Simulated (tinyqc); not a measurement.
Delta-doped HEMT, charge control: one step of the calculation.

A two-dimensional electron gas of density ns under a barrier. EF and the subbands are counted from the conduction-band edge of the channel at the interface. Two subbands of a triangular well with an infinite wall, parabolic band, no carriers in the barrier.

Problem. Barrier and off voltage. Fully depleted barrier with eb = ebr: Vp = q ND (d - ds)/(eps0 eb); donors per area ND; Voff = phiB - dEc - Vp.

Parameters, values chosen for the exercise; material values close to those of InGaP on GaAs:

| symbol | value | unit | meaning |
|---|---|---|---|
| d | 21 | nm | barrier thickness from gate to channel |
| ds | 2.2 | nm | undoped spacer next to the channel |
| ebr | 11.9 |  | relative permittivity of the barrier |
| phiB | 0.925 | eV | barrier height of the gate |
| dEc | 0.132 | eV | conduction-band offset |
| ND | 4.5e12 | cm^-2 | sheet density of the donor plane at ds from the channel |

Constants: q = 1.602176634e-19 C, eps0 = 8.8541878128e-14 F/cm where lengths are in cm. Results are converted to the units shown.

Wanted: Vp; donors per area; eb; Voff.

Solution.

Vp = 1.2864 V
donors per area = 4.5000e12 cm^-2
eb = 11.900
Voff = -0.49343 V

tinyqc, about 0.01 s, one thread, Intel Xeon 2.30GHz (shared host): `OMP_NUM_THREADS=1 python tinyqc.py 2180108 2180109 out.jsonl`
